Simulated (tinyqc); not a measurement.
Permittivity of the insulator from five potentials.

Inverse problem. A node lies on a semiconductor-insulator interface. Steps: hs = tb/2 down into the semiconductor, ho = tox/2 up into the insulator, hy = L/6 sideways. The flux balance of its box reads eox (hy/ho)(above - node) + eps_r (hy/hs)(below - node) + [(eps_r hs + eox ho)/(2 hy)](left + right - 2 node) - q Na (hs/2) hy/eps0 = 0. Find eox.

Parameters, values chosen for the exercise; semiconductor permittivity made up: relative permittivity of the semiconductor eps_r = 9.54; half the body thickness tb = 5 nm; insulator thickness tox = 1.1 nm; channel length L = 21 nm; acceptor density of the depleted body Na = 0 cm^-3.

Constants: q = 1.602176634e-19 C, eps0 = 8.8541878128e-14 F/cm where lengths are in cm. Results are converted to the units shown.

psi (V): node -0.021271000, above -0.12462805, below 0.12668309, left -0.091282088, right 0.20736348

Solution. The balance is linear in eox.

eox = 3.900

Program tinyqc, `OMP_NUM_THREADS=1 python tinyqc.py 2480043 2480044 out.jsonl`; Intel Xeon 2.30GHz, shared host, one thread, about 0.1 s.
